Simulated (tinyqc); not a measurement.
Inside a calculation. Model: lossy on-chip transmission line with skin effect.

tinyqc, about 0.01 s, one thread, Intel Xeon 2.30GHz (shared host): `OMP_NUM_THREADS=1 python tinyqc.py 2810124 2810125 out.jsonl` Printed values are rounded.

A uniform line in a homogeneous dielectric: c = sqrt(er)/(c0 Z0), l = Z0 sqrt(er)/c0 (c0 = 299792458 m/s), g = w c td, w = 2 pi f. The resistance joins its limits as r = sqrt(r_dc^2 + r_hf^2), with r_dc = rho/(wd th), r_hf = kr rho/(2 delta (wd + th)), delta = sqrt(rho/(pi f mu0)), mu0 = 4 pi 1e-7 H/m; this is an interpolation, and internal inductance, up to 0.05 nH/mm at low frequency, is neglected.

Inputs (values chosen for the exercise): width of the strip wd = 1.1 um; thickness of the strip th = 1.1 um; resistivity rho = 1.8 uohm cm; relative permittivity er = 2.7; loss tangent td = 0.01; lossless impedance sqrt(l/c) Z0 = 50 ohm; factor for crowding and the return path kr = 1.5; length len = 1.4 mm; source resistance Rg = 25 ohm; load resistance RL = 100 ohm; load capacitance CL = 100 fF; frequency f = 12 GHz.

## Line constants

delta, r_dc, r_hf, r, l, c and g as defined.

delta = 0.616404 um
r_dc = 14.8760 ohm/mm
r_hf = 9.95509 ohm/mm
r = 17.8997 ohm/mm
l = 0.274051 nH/mm
c = 109.620 pF/m
g = 0.0826518 S/m

r is 1.20 times r_dc; the skin depth is 0.560 of the thickness.

## Propagation constant and impedance

gamma = sqrt((r + i w l)(g + i w c)) = alpha + i beta, Zc = sqrt((r + i w l)/(g + i w c)), roots with positive real part; loss 8.685889638 alpha in dB; phase velocity w/beta.

gamma len = 0.235641+0.622384i
Zc = 53.9853-19.8245i ohm
loss = 1.46197 dB/mm
phase velocity over c0 = 0.565731
r/(w l) = 0.866272

r is below w l; the low-loss estimate 8.686 (r/(2 Z0) + g Z0/2) gives 1.57 dB/mm.

## Reflection, input impedance and transfer

ZL = 1/(1/RL + i w CL); reflection (ZL - Zc)/(ZL + Zc); Zin = Zc (ZL + Zc tanh(gamma len))/(Zc + ZL tanh(gamma len)); H = V_load/V_source = [Zin/(Zin + Rg)]/[cosh(gamma len) + (Zc/ZL) sinh(gamma len)].

ZL = 63.7556-48.0706i ohm
reflection at the load = 0.166090-0.144125i
Zin = 42.6864-29.5366i ohm
H = 0.472356-0.492219i
|H| = -3.32174 dB
